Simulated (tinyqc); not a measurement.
Effective-mass impurity with a central-cell term, in a basis of Slater functions: one step, computed by the program tinyqc. Command: `OMP_NUM_THREADS=1 python tinyqc.py 3018482 3018483 out.jsonl centralcell walk`. One thread of a shared host (Intel(R) Xeon(R) Processor @ 2.30GHz), about 0.01 s of CPU time with the checks.

The envelope obeys H = -nabla^2 - (2/r) [Z + A exp(-kappa r)] in effective units, with kappa = a*/lambda; positive A deepens the well near the core.

Problem. Generalised eigenproblem. (T + V + W) c = E S c with c^T S c = 1 and the largest component positive.

Impurity: donor, one isotropic band.

kinetic T (Ry*):
```
,1,2,3
1,0.2116,0.3954864,0.4304148
2,0.3954864,1.430416,2.673488
3,0.4304148,2.673488,9.669612
```

Coulomb V (Ry*):
```
,1,2,3
1,-0.92,-1.190427,-1.074099
2,-1.190427,-2.392,-3.095111
3,-1.074099,-3.095111,-6.2192
```

central cell W (Ry*):
```
,1,2,3
1,-0.03039909,-0.1068802,-0.3015500
2,-0.1068802,-0.3811694,-1.106081
3,-0.3015500,-1.106081,-3.398868
```

overlap S:
```
,1,2,3
1,1.000000,0.718857,0.300902
2,0.718857,1.000000,0.718857
3,0.300902,0.718857,1.000000
```

Give: two lowest levels; coefficients of the lowest state; <T>; <W>.

Solution.

two lowest levels (Ry*): [-1.482, -0.274]

coefficients of the lowest state: [-0.0189, 0.8242, 0.2422]

<T> = 2.590 Ry*

<W> = -0.8936 Ry*
